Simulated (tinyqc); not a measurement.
## Free and trapped electrons in a MOS channel with a dense trap tail: effect of the acceptor density

p-type body, charge-sheet picture, full ionisation (an idealisation for deep acceptors), Boltzmann statistics for free electrons. e = Ec - EF at the surface. Acceptor-like traps of density D(E) = D0 + De exp(-E/Ew) at depth E below Ec, from 0 to Eu, hold n_t = integral of D(E)/(1 + exp((e - E)/Vt)). psi = Eg - Vt ln(Nv/Na) - e; N_dep = sqrt(2 eps0 eps_r Na (psi - Vt)/q); n_f = sqrt(N_dep^2 + 2 eps0 eps_r Vt Nc exp(-e/Vt)/q) - N_dep; Vg = Vfb + psi + q (N_dep + n_t + n_f)/Cox, Cox = eps0 eox/tox.

Vfb is held fixed. VT is the Vg for n_f = 1e11 cm^-2; swing ln 10 n_f/(dn_f/dVg) at n_f = 1e8 cm^-2; the last three columns are for Vg = VT + 3.9 V, with free share n_f/(n_f + n_t) and field-effect mobility mf q (dn_f/dVg)/Cox; there EF is near the band edge, where Boltzmann statistics are rough.

Parameters, values chosen for the exercise; band and dielectric values close to those of 4H silicon carbide:
- T = 250 K (temperature)
- Eg = 3.21 eV (band gap)
- eps_r = 9.52 (relative permittivity)
- Nc = 1.32e19 cm^-3 (conduction-band density of states at T)
- Nv = 1.9e19 cm^-3 (valence-band density of states at T)
- eox = 3.9 (relative permittivity of the insulator)
- tox = 49 nm (insulator thickness)
- Vfb = -2.6 V (flat-band voltage without trapped charge)
- D0 = 1.2e10 cm^-2 eV^-1 (constant background density of acceptor-like traps)
- De = 5.8e12 cm^-2 eV^-1 (density of the tail at the conduction edge)
- Ew = 0.11 eV (decay energy of the tail)
- Eu = 0.84 eV (depth below Ec down to which the traps reach)
- mf = 89 cm^2/(V s) (mobility of free electrons)

Constants: q = 1.602176634e-19 C, kB = 1.380649e-23 J/K, Vt = kB T/q, eps0 = 8.8541878128e-14 F/cm where lengths are in cm. Results are converted to the units shown.

Effect of the acceptor density:

| Na (cm^-3) | e at VT (eV) | VT (V) | q n_t/Cox at VT (V) | swing (mV/decade) | n_f (cm^-2) | free share (%) | field-effect mobility (cm^2/(V s)) |
|---|---|---|---|---|---|---|---|
| 1e15 | 0.09049 | 1.624 | 0.6937 | 130.5 | 1.505e12 | 72.38 | 82.96 |
| 2e15 | 0.08441 | 1.849 | 0.7307 | 137.2 | 1.517e12 | 72.39 | 83.34 |
| 6e15 | 0.07406 | 2.367 | 0.7976 | 150.1 | 1.538e12 | 72.36 | 84.06 |
| 1e16 | 0.06901 | 2.706 | 0.8319 | 157.1 | 1.548e12 | 72.33 | 84.42 |
| 3e16 | 0.05782 | 3.761 | 0.9113 | 175.9 | 1.570e12 | 72.23 | 85.22 |
| 8e16 | 0.04756 | 5.286 | 0.9873 | 198.4 | 1.588e12 | 72.13 | 85.85 |
| 2e17 | 0.03783 | 7.524 | 1.061 | 226.9 | 1.604e12 | 72.04 | 86.29 |
| 5e17 | 0.02801 | 11.02 | 1.134 | 266.5 | 1.615e12 | 71.95 | 86.50 |

As Na goes from 1e15 to 5e17, VT rises from 1.62 to 11.0 V, its part due to traps rises from 0.694 to 1.13 V, the swing rises from 130 to 266 mV/decade and the field-effect mobility rises from 83.0 to 86.5 cm^2/(V s). Most of the rise of VT is depletion charge; the trap part grows since the same n_f needs EF nearer the band edge at heavier doping. For Na = 2e17, 5e17 e is under 2 Vt already at VT, so VT too is rough.

Program tinyqc, `OMP_NUM_THREADS=1 python tinyqc.py 2222165 2222166 out.jsonl`; Intel Xeon 2.30GHz, shared host, one thread, about 0.02 s.
